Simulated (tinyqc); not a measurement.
Trap density from one capacitance.

Inverse problem. Traps spread evenly through the insulator exchange electrons with the semiconductor by tunnelling, with tau(x) = t0 exp(2 ka x) at depth x from the interface. The admittance per area Y seen at depth x obeys dY/dx = -Y^2/(i w eps0 eox) + q Nb ln(1 + i w tau)/tau, with Y(0) = i w Cs and w = 2 pi f; the gate sees Y(tox) = G + i w C. Working variable y = Y/(i w), in uF/cm^2. Cox = eps0 eox/tox. Find Nb and G/w.

Inputs (values chosen for the exercise):
- eox = 18.9 (relative permittivity of the insulator)
- tox = 9.4 nm (insulator thickness)
- Cs = 7.9 uF/cm^2 (semiconductor capacitance in accumulation)
- ka = 3.1 1/nm (decay constant of the wave function in the insulator)
- t0 = 1e-10 s (time constant of a trap at the interface)
- f = 10000 Hz (frequency)

Constants: q = 1.602176634e-19 C, eps0 = 8.8541878128e-14 F/cm where lengths are in cm. Results are converted to the units shown.

C = 1.4808440 uF/cm^2

Solution. C rises steadily with Nb, so one density matches; in practice ka and t0 must come from the frequency dependence.

Nb = 1.10e19 cm^-3 eV^-1
G/w = 0.00561 uF/cm^2

tinyqc, about 0.5 s, one thread, Intel Xeon 2.30GHz (shared host): `OMP_NUM_THREADS=1 python tinyqc.py 2202042 2202043 out.jsonl`
